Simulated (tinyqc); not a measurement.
Interband optics of a two-band s-p chain from momentum matrix elements: one step. Matrix element between the bands.

Constants: hbar^2/2m0 = 3.80998211 eV angstrom^2.

H (eV), rows s, p and columns alike:
$$\begin{pmatrix}
4.654547 & 2.609708i \\
-2.609708i & -3.713474
\end{pmatrix}$$

W (eV angstrom), rows s, p and columns alike:
$$\begin{pmatrix}
1.603731 & -5.391493i \\
5.391493i & -1.507507
\end{pmatrix}$$

Problem. Diagonalise H, transform W, and form w = |W_cv|^2, the Kane-type energy w/c and the oscillator strength f = w/(c D), c = hbar^2/2m0, D = Ec - Ev.

Give: Ev, Ec; weights; slopes dEv/dk, dEc/dk; w; w/c; f.

Solution.

Ev, Ec (eV): [-4.4606, 5.4017]

weights, rows s, p; columns v, c:
$$\begin{pmatrix}
0.0758 & 0.9242 \\
0.9242 & 0.0758
\end{pmatrix}$$

slopes dEv/dk, dEc/dk (eV angstrom): [1.582, -1.485]

w = 29.137 eV^2 angstrom^2
w/c = 7.647 eV
f = 0.775

tinyqc: `OMP_NUM_THREADS=1 python tinyqc.py 1682503 1682504 out.jsonl`; about 0.01 s, one thread, shared Intel(R) Xeon(R) Processor @ 2.30GHz.
